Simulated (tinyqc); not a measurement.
Single-domain magnet: Stoner-Wohlfarth switching, Neel-Arrhenius retention, LLG dynamics and spin torque: one step, computed by the program tinyqc.

The moment is uniform, with unit vector m; z is the easy axis. mu_0 = 1.25663706212e-6 T m/A, gamma = 1.76085963023e11 rad/(s T).

Problem. Effective anisotropy. N_z = [p ln(p + sqrt(p^2 - 1))/sqrt(p^2 - 1) - 1]/(p^2 - 1); V = pi d^3 p/6; K_eff = K_u + K_shape, K_shape = -(mu_0 M_s^2/4)(3 N_z - 1); mu_0 H_K = 2 K_eff/M_s.

Inputs (values chosen for the exercise, for a model magnet): saturation magnetisation M_s = 813 kA/m; diameter d = 16 nm; aspect ratio p = 4.1; bulk anisotropy K_u = 7.6 kJ/m^3.

Shape: prolate spheroid, easy axis along it.

Give: demagnetising factor N_z; volume V; K_shape; K_eff; anisotropy field mu_0 H_K.

Solution.

demagnetising factor N_z = 0.07299

volume V = 8793 nm^3

K_shape = 162.2 kJ/m^3

K_eff = 169.8 kJ/m^3

anisotropy field mu_0 H_K = 0.4177 T

Shape gives 96 % of K_eff.
